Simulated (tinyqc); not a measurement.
Potential-pH (Pourbaix) lines of a metal, its cation, its oxide and an oxyanion, with a complexing ligand: one step, computed by the program tinyqc.

Potentials are against the standard hydrogen electrode; solids and water have unit activity; dG_f of M, H+ and the electron is zero; F = e N_A and s = R T ln(10)/F. The cation carries z = 2.

Problem. The stable species at (pH, E). M2+ + 2e = M; MO + 2H+ + 2e = M + H2O; MO2(2-) + 4H+ + 2e = M + 2H2O. For each, E0 = -dG/(z F), and E = E0 + (s/z) log10 a - (s n_H/z) pH, with no activity term for the oxide. The metal is stable below the lowest of the three lines; above it, the species of the lowest line is stable. Water lines at 1 bar: hydrogen E = -s pH, oxygen E = -dG_f(water)/(2F) - s pH.

Inputs (values chosen for the exercise, modelled on iron):

| quantity | value | unit |
|---|---|---|
| dG_f of water | -237.14 | kJ/mol |
| temperature T | 298.15 | K |
| log10 of the dissolved activity a | -2 | - |
| pH | 3.1 | - |
| potential E | 0.2 | V |

Species: M, M2+, MO, MO2(2-).

E0 (V): cation -0.4055539, oxide -0.0621856, oxyanion 0.9002405

s = 0.05915935 V

Constants: e = 1.602176634e-19 C; N_A = 6.02214076e+23 1/mol.

Give: lines at this pH; upper limit of immunity; hydrogen line; oxygen line; E above the limit of immunity.

Solution.

lines at this pH (V): cation -0.46471, oxide -0.24558, oxyanion 0.47429

upper limit of immunity = -0.46471 V

hydrogen line = -0.18339 V

oxygen line = 1.0455 V

E above the limit of immunity = 0.66471 V

Stable here: the cation (corrosion). Water itself can oxidise the metal at this pH. Caution: other oxidation states, hydroxides and hydrides are left out, and the lines say nothing of rates.
